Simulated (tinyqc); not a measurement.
What moves the results: strained quantum well: band edges, subbands and transparency. A value that a table varies takes the place of the one given here.

Growth on (001), barriers unstrained: tr(e) = e (2 - nu2), Z = b e (1 + nu2); Ec = Ev + Eg + ac tr(e), E_HH = Ev + av tr(e) + Z, E_LH = Ev + av tr(e) - Z (coupling to the split-off band left out).

Masses along z: me, 1/(g1 - 2 g2) for HH, 1/(g1 + 2 g2) for LH, likewise in the barrier; in the plane me, 1/(g1 + g2) for HH and 1/(g1 - g2) for LH (no mixing, which understates the hole masses away from k = 0). Level n solves k L + 2 atan[(k/m)/(kappa/mb)] = n pi, k = sqrt(m E/c), kappa = sqrt(mb (V - E)/c), c = hbar^2/2m0.

Transparency (Bernard-Duraffourg): Fc - Fv equals the lowest transition energy with n = p, n = sum m/(2 pi c) kB T ln(1 + exp((Fc - E)/kB T)) and p likewise over the listed subbands; c = hbar^2/2m0, 1/angstrom^2 = 1e16/cm^2.

Constants: hbar^2/2m0 = 3.80998211 eV angstrom^2; kB = 8.617333262e-05 eV/K; hc = 1239.841984 eV nm.

Inputs chosen for the exercise (near those of a GaAsP/AlGaAs well; not measured data):
```
symbol  value                                                    unit      meaning
nu2     0.921                                                              2 C12/C11
Eg      1.571                                                    eV        unstrained gap of the well
Ev      -0.856                                                   eV        its valence edge
ac      -7.29                                                    eV
av      1.22                                                     eV        Ev moves by av tr(e)
b       -1.95                                                    eV        shear potential
Egb     1.913                                                    eV        gap of the barrier
Evb     -1                                                       eV        its valence edge
L       42                                                       angstrom  well width
me      0.0746                                                   m0        electron mass
g1      6.63                                                               gamma1
g2      1.87                                                               gamma2
meb     0.1                                                      m0
g1b     5.7
g2b     1.6
T       250                                                      K         temperature
es      (-0.02, -0.014, -0.008, -0.003, 0, 0.003, 0.007, 0.012)            strains
e       0.0043                                                             strain in the plane
Ls      (25, 35, 50, 65, 85, 110, 150)                           angstrom  widths
```

## Strain as a design knob

Only the strain is changed; the unstrained gap and the masses are kept.

Results:
```
e (%)  wavelength (nm)  top hole  hh1 - lh1 (meV)  n_tr (1e12/cm^2)  share in top
-2.0               712       hh1              147             0.586          0.98
-1.4               718       hh1              115             0.589          0.97
-0.8               726       hh1               81             0.601          0.92
-0.3               734       hh1               51             0.641          0.80
0.0                739       hh1               32             0.698          0.66
0.3                744       hh1               13             0.799          0.48
0.7                758       lh1              -12             0.849          0.74
1.2                784       lh1              -44             0.777          0.92
```

n_tr is largest at e = +0.7 % (0.85), where hh1 - lh1 = -12 meV and the top subband holds 74 % of the holes, and smallest, 0.59, at -2.0 and -1.4 %. The top hole level turns from hh to lh, and the light from TE to TM, between +0.3 and +0.7 %. The wavelength runs from 712 to 784 nm.

## Width of the well

All levels anew.

Results:
```
L (angstrom)  wavelength (nm)  top hole  hh1 - lh1 (meV)  n_tr (1e12/cm^2)  share in top  n_tr/L (1e18/cm^3)
25                        715       hh1               17             0.767          0.53                3.07
35                        736       hh1               10             0.819          0.45                2.34
50                        756       lh1                0             0.907          0.63                1.81
65                        772       lh1               -8             0.882          0.68                1.36
85                        786       lh1              -15             0.878          0.70                1.03
110                       796       lh1              -20             0.915          0.68                0.83
150                       804       lh1              -24             1.036          0.62                0.69
```

The wavelength tunes by 89 nm. The sheet density at transparency changes from 0.77 to 1.04, the top hole subband holding 0.53 and 0.62 of the holes at the ends, while the volume density falls by a factor 4.4. Critical thickness and carrier escape are left out.

## What each parameter does

Edge wavelength, hh1 - lh1 and n_tr. Each row changes one parameter from the base and keeps the others.

Results:
```
case             wavelength (nm)  hh1 - lh1 (meV)  n_tr (1e12/cm^2)
base                       746.9              4.9             0.860
L = 52 angstrom            758.9             -1.4             0.902
e = 0.0023                 743.1             17.6             0.771
Eg = 1.551 eV              754.5              4.9             0.860
b = -2.24 eV               745.9              0.8             0.896
ac = -6.56 eV              745.6              4.9             0.860
me = 0.0821 m0             747.7              4.9             0.912
g1 = 7.03                  746.3              4.0             0.844
T = 290 K                  746.9              4.9             1.008
```

The largest shifts from the base row, up to three for each result and ties (the steps differ in size, so this ranks the rows, not the parameters). wavelength (nm): L +12.0, Eg +7.6, e -3.8; unchanged at the printed digits by T. hh1 - lh1 (meV): e +12.6, L -6.4, b -4.2; unchanged at the printed digits by Eg, ac, me and T. n_tr (1e12/cm^2): T +0.147, e -0.090, me +0.051; unchanged at the printed digits by Eg and ac.

tinyqc: `OMP_NUM_THREADS=1 python tinyqc.py 1251379 1251380 out.jsonl`; about 0.01 s, one thread, shared Intel(R) Xeon(R) Processor @ 2.30GHz.
